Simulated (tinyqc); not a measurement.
Ewald sum of point charges, fcc lattice in a neutralising background, step by step. Computed by tinyqc, a small Python program that keeps every step. Command: `OMP_NUM_THREADS=1 python tinyqc.py 22847 22848 out.jsonl` (the two numbers bound the seeds that draw the settings). One thread of a shared host (Intel(R) Xeon(R) Processor @ 2.60GHz), about 0.04 s of CPU time with the checks.

## Ewald sum with eta = 0.43 1/bohr

cell vectors (rows) (bohr):
```
          1         2         3
1  0.000000  4.355000  4.355000
2  4.355000  0.000000  4.355000
3  4.355000  4.355000  0.000000
```

Charges:
```
q               f1        f2        f3
2.000000  0.000000  0.000000  0.000000
```

Real space: 1/2 sum q_i q_j erfc(eta r)/r over all images with r > 0; reciprocal space: (2 pi/V) sum_(G != 0) exp(-G^2/4 eta^2)/G^2 |S(G)|^2 with S(G) = sum q exp(i G.r); self term -eta/sqrt(pi) sum q^2; background -pi Q^2/(2 V eta^2), Q the total charge.

Real-space shells (first ones):
```
r (bohr)   pairs  sum (hartree)
6.158900      12       0.000702
8.710000       6       1.62e-07
10.667528     24       3.94e-10
12.317800     12              0
13.771719     24              0
```

Reciprocal shells (first ones that count):
```
G^2 (1/bohr^2)  vectors  sum (hartree)
1.561150              8       0.094445
2.081534              6       0.026287
4.163067             12       0.001576
5.724217             24       0.000278
6.244601              8       0.000042
8.326134              6       1.42e-06
9.887284             24       5.77e-07
10.407668            24       2.71e-07
12.489201            24       1.36e-08
14.050352            32       1.95e-09
```

## The total does not depend on eta

The same sums for other eta.

Totals (hartree per cell):
```
eta           real  reciprocal       self  background        total
0.430000  0.000702    0.122629  -0.970406   -0.205707  -1.05278119
0.600000  6.75e-07    0.406926  -1.354055   -0.105653  -1.05278119
0.728000  8.90e-10    0.661906  -1.642920   -0.071767  -1.05278119
```

shortest distance = 6.158900 bohr
